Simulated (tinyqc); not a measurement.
Which current rules in forward bias: trap-assisted generation and recombination current of an abrupt junction. Computed by tinyqc, a small Python program. Command: `OMP_NUM_THREADS=1 python tinyqc.py 3029180 3029181 out.jsonl junctionleak walk`. One thread of a shared host (Intel(R) Xeon(R) Processor @ 2.30GHz), about 0.01 s of CPU time with the checks.

Depletion approximation, flat quasi-Fermi levels across the depleted layer, long neutral regions with minority lifetimes tau_n and tau_p, full ionisation and Boltzmann statistics. Voltages in exponents stand for e V.

Inputs (values chosen for the exercise, for a model semiconductor):

| quantity | value | unit |
|---|---|---|
| gap E_g | 0.725 | eV |
| electron mass m_e | 0.0357 | m_0 |
| valleys M_c | 1 | - |
| hole mass m_h | 0.513 | m_0 |
| dielectric constant eps | 20.1 | - |
| acceptor density N_A | 1.9e+17 | cm^-3 |
| donor density N_D | 8.1e+18 | cm^-3 |
| capture time tau_n | 8e-05 | s |
| capture time tau_p | 6e-07 | s |
| trap level E_t - E_i | -0.017 | eV |
| electron diffusion coefficient D_n | 6.8 | cm^2/s |
| hole diffusion coefficient D_p | 1.2 | cm^2/s |
| temperature T | 400 | K |
| tunnelling mass m_t | 0.19 | m_0 |

Field enhancement: Hurkx tunnelling factor.

Constants: k_B = 8.617333262e-05 eV/K; m_0 = 9.1093837015e-31 kg; k_B = 1.380649e-23 J/K; h = 6.62607015e-34 J s; e = 1.602176634e-19 C; eps_0 = 8.8541878128e-12 F/m; hbar = 1.054571817e-34 J s.

Method:
- N_c = 2 M_c (2 pi m_e k_B T/h^2)^(3/2) and N_v = 2 (2 pi m_h k_B T/h^2)^(3/2), masses in units of m_0.
- n_i = sqrt(N_c N_v) exp(-E_g/2 k_B T); V_bi = (k_B T/e) ln(N_A N_D/n_i^2); diffusion saturation current J_d0 = e n_i^2 [sqrt(D_n/tau_n)/N_A + sqrt(D_p/tau_p)/N_D].
- W = sqrt(2 eps eps_0 (V_bi - V)(1/N_A + 1/N_D)/e), x_p = W N_D/(N_A + N_D), x_n = W - x_p, peak field F_m = 2 (V_bi - V)/W; reverse bias means V = -V_r.
- Both capture times are divided by 1 + Gamma, Gamma = 2 sqrt(3 pi) (F/F_G) exp((F/F_G)^2), F_G = sqrt(24 m_t (k_B T)^3)/(e hbar) (the low-field Hurkx form), F being the local field, linear in x from 0 at the edges to F_m.
- Potential from the p edge: phi = (V_bi - V) x^2/(x_p W) on the p side and (V_bi - V)[1 - (W - x)^2/(x_n W)] on the n side; p = N_A exp(-phi/k_B T), n = n_i^2 exp(V/k_B T)/p; U = (n p - n_i^2)/[tau_p (n + n_i exp(dE/k_B T)) + tau_n (p + n_i exp(-dE/k_B T))], dE = E_t - E_i, n1 = n_i exp(dE/k_B T), p1 = n_i exp(-dE/k_B T); J_t = e int U dx by the trapezoid rule on 400 intervals on each side.
- J_d = J_d0 (exp(V/k_B T) - 1). Ideality n = (e/k_B T) dV/d ln J, central difference of 1 mV. The rows stop just below the bias where n = 0.1 p or tau_p n = 0.1 tau_n p at the p edge, or the like at the n edge.

k_B T = 0.0344693 eV

n_i = 5.20919e+13 cm^-3

J_d0 = 7.43031e-07 A/cm^2

Forward characteristic:

| V (V) | J_t (A/cm^2) | J_d (A/cm^2) | ideality of J_t | ideality of the sum |
|---|---|---|---|---|
| 0.10 | 2.7577e-06 | 1.2776e-05 | 1.2415 | 0.9869 |
| 0.15 | 8.1430e-06 | 5.6924e-05 | 1.4327 | 1.0271 |
| 0.21 | 2.5466e-05 | 3.2803e-04 | 1.6188 | 1.0261 |
| 0.26 | 6.0329e-05 | 1.4016e-03 | 1.7399 | 1.0173 |
| 0.32 | 1.5958e-04 | 7.9945e-03 | 1.8300 | 1.0089 |
| 0.37 | 3.4945e-04 | 3.4103e-02 | 1.8670 | 1.0047 |
| 0.43 | 8.8246e-04 | 1.9443e-01 | 1.8894 | 1.0021 |
| 0.48 | 1.8937e-03 | 8.2936e-01 | 1.9131 | 1.0011 |

What does the comparison show, and why?

Diffusion rules over the whole range. The ideality of J_t alone lies between 1.24 and 1.91. Caution: one side is doped near or above its effective density of states, so Boltzmann statistics understate V_bi.

Extremes, crossings and ranges named in words are read from the listed rows.
